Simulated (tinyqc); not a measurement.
## Dose and depth of a threshold implant

Question. A sheet of D acceptors per cm^2 lies at depth xi inside the depleted layer of a body doped Na. In the depletion approximation VT = Vfb + f2 + q D/Cox + gamma sqrt(f2 + Vsb - q D xi/(eps0 eps_r)), gamma = sqrt(2 eps0 eps_r q Na)/Cox, Cox = eps0 eox/tox. Find gamma, D and xi.

Values chosen for this exercise; band and dielectric values close to those of silicon:

| symbol | value | unit | meaning |
|---|---|---|---|
| eps_r | 11.6 |  | relative permittivity |
| Na | 3.4e17 | cm^-3 | acceptor density deep in the body |
| eox | 8.89 |  | relative permittivity of the gate insulator (close to aluminium oxide) |
| tox | 2.7 | nm | insulator thickness |
| Vfb | -0.66 | V | flat-band voltage |
| f2 | 0.883 | V | band bending 2 phiF at threshold |

Constants: q = 1.602176634e-19 C, eps0 = 8.8541878128e-14 F/cm where lengths are in cm. Results are converted to the units shown.

VT against the source at Vsb = 0 and 2.9 V (V): [0.34268546, 0.45988121]

Answer. With y^2 = f2 - q D xi/(eps0 eps_r) and d the difference of the thresholds over gamma, sqrt(y^2 + Vsb) - y = d gives y = (Vsb - d^2)/(2 d). The first threshold then gives D, and y^2 gives xi.

gamma = 0.1147 V^0.5
D = 2.800e11 cm^-2
xi = 13.00 nm

Numbers from tinyqc (`OMP_NUM_THREADS=1 python tinyqc.py 2080073 2080074 out.jsonl`; about 0.3 s on one thread of a shared Intel Xeon 2.30GHz).
